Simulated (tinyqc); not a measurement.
Abrupt p-n junction, non-linear Poisson equation by Newton steps: one step of the calculation.

One dimension, p side on the left, n side on the right; net doping C = -Na for x < 0 and +Nd for x > 0. The potential psi is counted from the intrinsic level, and the quasi-Fermi potentials are flat: 0 for holes and -V for electrons, so n = ni exp((psi + V)/Vt) and p = ni exp(-psi/Vt) (Boltzmann statistics, full ionisation, no current).

Task. Intrinsic density, end potentials and Debye lengths. ni = sqrt(Nc Nv) exp(-Eg/(2 Vt)), Eg in volts; psi_p = -Vt ln(Na/ni), psi_n = Vt ln(Nd/ni) - V; Debye length sqrt(eps0 eps_r Vt/(q N)).

Parameters, values chosen for the exercise; band and dielectric values close to those of gallium phosphide: temperature T = 450 K; band gap Eg = 2.29 eV; relative permittivity eps_r = 11; conduction-band density of states at T Nc = 3.31e19 cm^-3; valence-band density of states at T Nv = 3.56e19 cm^-3; acceptor density of the p side Na = 5.2e15 cm^-3; donor density of the n side Nd = 9.8e17 cm^-3; bias of the p side against the n side V = 0.35 V.

Constants: q = 1.602176634e-19 C, kB = 1.380649e-23 J/K, Vt = kB T/q, eps0 = 8.8541878128e-14 F/cm where lengths are in cm. Results are converted to the units shown.

Find: ni; psi_p; psi_n; Debye length, p side; Debye length, n side.

Result.

ni = 5.155e6 cm^-3
psi_p = -0.8039 V
psi_n = 0.6571 V
Debye length, p side = 67.33 nm
Debye length, n side = 4.905 nm

Range of the model: Flat quasi-Fermi levels over the whole structure hold only for low forward bias and sides short against the diffusion lengths.

tinyqc, about 0.02 s, one thread, Intel Xeon 2.30GHz (shared host): `OMP_NUM_THREADS=1 python tinyqc.py 2000068 2000069 out.jsonl`
